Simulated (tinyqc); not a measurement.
# Frequency dispersion of an accumulation capacitance by border traps, distributed model: what changes with what

Traps spread evenly through the insulator exchange electrons with the semiconductor by tunnelling, with tau(x) = t0 exp(2 ka x) at depth x from the interface. The admittance per area Y seen at depth x obeys dY/dx = -Y^2/(i w eps0 eox) + q Nb ln(1 + i w tau)/tau, with Y(0) = i w Cs and w = 2 pi f; the gate sees Y(tox) = G + i w C. Working variable y = Y/(i w), in uF/cm^2. Cox = eps0 eox/tox.

Values chosen for this exercise; permittivity close to that of zirconium oxide:
- eox = 21.6 (relative permittivity of the insulator)
- tox = 4.6 nm (insulator thickness)
- Cs = 0.55 uF/cm^2 (semiconductor capacitance in accumulation)
- Nb = 1.8e19 cm^-3 eV^-1 (density of border traps)
- ka = 6.3 1/nm (decay constant of the wave function in the insulator)
- t0 = 2e-9 s (time constant of a trap at the interface)
- f = 1e5 Hz (frequency)

Constants: q = 1.602176634e-19 C, eps0 = 8.8541878128e-14 F/cm where lengths are in cm. Results are converted to the units shown.

Each table varies one quantity; the others keep the values above.

## Capacitance and loss against frequency

Cox; trap-free value 1/(1/Cox + 1/Cs); response depth d = ln(1/(w t0))/(2 ka), where w tau = 1; lumped estimate: all traps within d act as C_bt = q Nb d placed at d/2, so C = 1/{1/[1/(1/Cs + d/(2 eps0 eox)) + C_bt] + (tox - d/2)/(eps0 eox)}. C and G from a fine integration; dispersion -d C/d log10 f over C, from f times and over 1.1. For a broad spread of time constants G/w is close to -(pi/2) dC/d ln w.

The same in every row: trap-free C (uF/cm^2) = 0.4857.

Results:
```
f (Hz),d (nm),C (uF/cm^2),G/w (uF/cm^2),dispersion (% a decade),-(pi/2) dC/d ln w (uF/cm^2),lumped C (uF/cm^2)
10,1.261,0.7796,0.02704,5.083,0.02703,0.7611
100,1.078,0.7400,0.02702,5.351,0.02701,0.7219
1000,0.8956,0.7004,0.02705,5.659,0.02704,0.6825
10000,0.7128,0.6607,0.02712,6.016,0.02712,0.6430
1e5,0.5301,0.6209,0.02724,6.431,0.02724,0.6032
1e7,0.1646,0.5405,0.02657,7.465,0.02753,0.5226
```

Estimate the missing row, f = 1e6 Hz.

Computed row:
```
f (Hz),d (nm),C (uF/cm^2),G/w (uF/cm^2),dispersion (% a decade),-(pi/2) dC/d ln w (uF/cm^2),lumped C (uF/cm^2)
1e6,0.3474,0.5808,0.02732,6.919,0.02742,0.5631
```

With this row back in the table: C falls from 0.7796 to 0.5405 uF/cm^2, towards the trap-free 0.4857; each decade of frequency removes ln 10/(2 ka) = 0.183 nm from the response depth. The dispersion rises from 5.08 to 7.47 % a decade and G/w moves up and down between 0.0266 and 0.0273 uF/cm^2. G/w lies between 0.965 and 1.00 times -(pi/2) dC/d ln w, the relation for a broad spread of time constants.

## Effect of the insulator thickness

Same model as above.

The same in every row: d (nm) = 0.5301.

Results:
```
tox (nm),C (uF/cm^2),G/w (uF/cm^2),dispersion (% a decade),-(pi/2) dC/d ln w (uF/cm^2),lumped C (uF/cm^2),trap-free C (uF/cm^2)
2,0.6780,0.03249,7.026,0.03250,0.6571,0.5201
2.8,0.6594,0.03072,6.831,0.03073,0.6395,0.5090
3.9,0.6353,0.02852,6.581,0.02852,0.6168,0.4945
5.4,0.6052,0.02588,6.268,0.02588,0.5883,0.4761
7.5,0.5676,0.02275,5.877,0.02275,0.5526,0.4524
14,0.4759,0.01599,4.924,0.01599,0.4653,0.3921
20,0.4141,0.01210,4.283,0.01210,0.4060,0.3492
```

Estimate the missing row, tox = 10 nm.

Computed row:
```
tox (nm),C (uF/cm^2),G/w (uF/cm^2),dispersion (% a decade),-(pi/2) dC/d ln w (uF/cm^2),lumped C (uF/cm^2),trap-free C (uF/cm^2)
10,0.5284,0.01972,5.470,0.01972,0.5154,0.4272
```

With this row back in the table: As tox goes from 2 to 20, C falls from 0.678 to 0.414 uF/cm^2, the dispersion falls from 7.03 to 4.28 % a decade and G/w falls from 0.0325 to 0.0121 uF/cm^2. The lumped estimate is 3.1 % below C in the first row and 2.0 % below it in the last.

Computed by the program tinyqc: `OMP_NUM_THREADS=1 python tinyqc.py 2202202 2202203 out.jsonl`, one thread of a shared Intel Xeon 2.30GHz, about 0.4 s for the whole run.
